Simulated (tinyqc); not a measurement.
Crystallisation kinetics and data retention of a phase-change cell: kissinger analysis.

Johnson-Mehl-Avrami-Kolmogorov law X = 1 - exp(-y^n), y = integral of k dt, k = (1/100 s) exp[-(Ec q/kB)(1/T - 1/T1)].

Tp is the temperature of the largest dX/dt on a ramp of rate b (b in K/min in the logarithm).

Values chosen for this exercise; values of the order of Ge-Sb-Te and related chalcogenides:
```
symbol  value  unit                                       meaning
Ec       2.12    eV          activation energy of crystallisation
T1        434     K  temperature at which the rate k is 1/(100 s)
n           4                                     Avrami exponent
```

Constants: q = 1.602176634e-19 C, kB = 1.380649e-23 J/K. Results are converted to the units shown.

Results:
```
b (K/min)  Tp (K)  q/kB Tp (1/eV)  ln(b/Tp^2)  X at the peak
0.5        418.40          27.736     -12.766        0.62913
1          423.22          27.419     -12.096        0.62910
2          428.16          27.103     -11.426        0.62906
10         440.08          26.369     -9.8713        0.62898
20         445.41          26.054     -9.2023        0.62895
50         452.66          25.636     -8.3182        0.62890
100        458.30          25.321     -7.6499        0.62886
```

Estimate the missing row, b = 5 K/min.

Computed row:
```
b (K/min)  Tp (K)  q/kB Tp (1/eV)  ln(b/Tp^2)  X at the peak
5          434.87          26.685     -10.541        0.62902
```

With this row back in the table: Tp rises from 418 to 458 K. The slope of ln(b/Tp^2) against q/kB Tp between the end rows is -2.119 eV, against Ec = 2.12 eV, and X at the peak stays near 1 - 1/e = 0.632 (0.629 to 0.629).

Range of the model: One Arrhenius rate is assumed; incubation, growth from the boundary and the non-Arrhenius kinetics of the supercooled liquid are left out.

Computed by the program tinyqc: `OMP_NUM_THREADS=1 python tinyqc.py 2490147 2490148 out.jsonl`, one thread of a shared Intel Xeon 2.30GHz, about 0.04 s for the whole run.
